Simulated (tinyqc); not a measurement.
Coherent transport through a tight-binding region between two chains, step by step. Computed by tinyqc, a small Python program that keeps every step. Settings: temperature = 300, mu = -0.19. Command: `OMP_NUM_THREADS=1 python tinyqc.py 22815 22816 out.jsonl` (the two numbers bound the seeds that draw the settings). One thread of a shared host (Intel(R) Xeon(R) Processor @ 2.60GHz), about 0.08 s of CPU time with the checks.

## Transmission at E = -0.06 eV

H of the central region (eV), lower triangle:
```
         1        2       3
1   0.5800
2  -0.8200  -0.2500
3   0.0000  -0.8200  0.8300
```

Leads: semi-infinite chains with site energy 0:
```
parameter                           value
lead hopping t (eV)              2.550000
coupling to the left lead (eV)   0.670000
coupling to the right lead (eV)  0.920000
left contact site                       1
right contact site                      3
```

E = -0.0600 eV

Surface Green function g = (E - i sqrt(4 t^2 - E^2)) / (2 t^2); self-energy tc^2 g on each contact site; G = (E - H - Sigma)^(-1); Gamma = -2 Im Sigma; T = Gamma_L Gamma_R |G_LR|^2; local density of states -Im G_ii / pi.

g = -0.0046-0.3921i 1/eV

G (1/eV), lower triangle:
```
                 1               2                3
1  -0.6792-0.1930i
2   0.6497-0.0043i  0.5045-0.1428i
3   0.5286+0.1940i  0.4529+0.0374i  -0.6335-0.2027i
```

local density of states (1/eV): 0.0614  0.0455  0.0645

transmission = 0.0741

## Transmission across the band

The same steps on a grid of energies.

T(E):
```
E (eV)            T
-4.845000  6.88e-07
-4.360500  3.50e-06
-3.876000  1.09e-05
-3.391500  3.15e-05
-2.907000  9.51e-05
-2.422500  3.32e-04
-1.938000    0.0016
-1.453500    0.0154
-0.969000    0.6070
-0.484500    0.0637
0.000000     0.0818
0.484500     0.3826
0.969000     0.7386
1.453500     0.6916
1.938000     0.0430
2.422500     0.0036
2.907000     0.0006
3.391500   1.51e-04
3.876000   4.21e-05
4.360500   1.15e-05
4.845000   1.99e-06
```

levels of the isolated region (eV): -1.0294  0.6941  1.4953

## Current

I = (2e/h) int T(E) [f(E - mu - V/2) - f(E - mu + V/2)] dE at 300 K with mu = -0.19 eV, the bias not changing H; 2e^2/h = 77.48092 microsiemens; the integral runs over the band on 4001 points.

Current:
```
V (volt)  I (microampere)
0.0100             0.0497
0.0500             0.2486
0.1000             0.4981
0.2000             1.0036
0.4000             2.0696
0.8000             4.7344
```
